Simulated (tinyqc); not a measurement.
Three-phonon processes in a diatomic chain: dispersion, energy and momentum conservation, and decay channels of optical phonons. From width Gamma back to spring constant k. Computed by tinyqc, a small Python program. Command: `OMP_NUM_THREADS=1 python tinyqc.py 3121205 3121206 out.jsonl threeph inv`. One thread of a shared host (Intel(R) Xeon(R) Processor @ 2.30GHz), about 0.01 s of CPU time with the checks.

Cell length a, two atoms, one spring constant. x = q a/pi runs from -1 to 1; A and O are the acoustic and optical branches. Matrix elements are not computed: only conservation laws and occupation factors are followed.

Inputs (values chosen for the exercise, for a model chain):

| quantity | value | unit |
|---|---|---|
| light mass m | 14 | u |
| heavy mass M | 24.8 | u |
| temperature T | 100 | K |
| zero-temperature width Gamma_0 | 1.7 | 1/cm |

Constants: nu for 1 eV/(angstrom^2 u) = 15.6333042 THz; h x 1 THz = 4.135667696 meV; k_B = 8.617333262e-05 eV/K; c = 299792458 m/s.

Method:
- omega^2 = k (1/m + 1/M) -/+ k sqrt((1/m + 1/M)^2 - 4 sin^2(pi x/2)/(m M)); nu = 15.6333042 THz x sqrt(omega^2) for eV/(angstrom^2 u).
- Acoustic top sqrt(2 k/M), optical bottom sqrt(2 k/m), optical top sqrt(2 k (1/m + 1/M)).
- O(0) -> A(x) + A(-x) needs nu_A(x) = nu_O(0)/2, which gives sin^2(pi x/2) = (3/16)(m + M)^2/(m M). Full width at half maximum Gamma = Gamma_0 (1 + 2 n), n = 1/(exp(h nu_A/(k_B T)) - 1); lifetime = 1/(2 pi c Gamma).

Problem. A run gave the result below. Find the spring constant k, known to lie between 5.5 and 11 eV/angstrom^2.

width Gamma = 1.736172 1/cm

Solution.

Each step takes the trial c = (a f_b - b f_a)/(f_b - f_a), f being the result less the target and a, b, c the logarithms of the listed values; c replaces end b, the old b replaces a if the sign of f changed, and otherwise f_a is halved.

Scan of the range:

| spring constant k (eV/angstrom^2) | width Gamma (1/cm) |
|---|---|
| 5.50 | 1.75395 |
| 6.17 | 1.74203 |
| 6.93 | 1.73221 |
| 7.78 | 1.72433 |
| 8.73 | 1.71811 |
| 9.80 | 1.71324 |
| 11.00 | 1.70951 |

False position (Illinois rule, in the logarithm of the input) inside the bracket:

| step | end a | end b | trial | width Gamma (1/cm) |
|---|---|---|---|---|
| 1 | 6.17000 | 6.93000 | 6.61275 | 1.73592 |
| 2 | 6.17000 | 6.61275 | 6.57709 | 1.73637 |
| 3 | 6.61275 | 6.57709 | 6.59306 | 1.73617 |
| 4 | 6.57709 | 6.59306 | 6.59302 | 1.73617 |

Width Gamma falls at every point of a 13-point scan of the range (every second point is shown), so one value fits; it is bracketed by 6.17 and 6.93. Answer: spring constant k = 6.593 eV/angstrom^2.
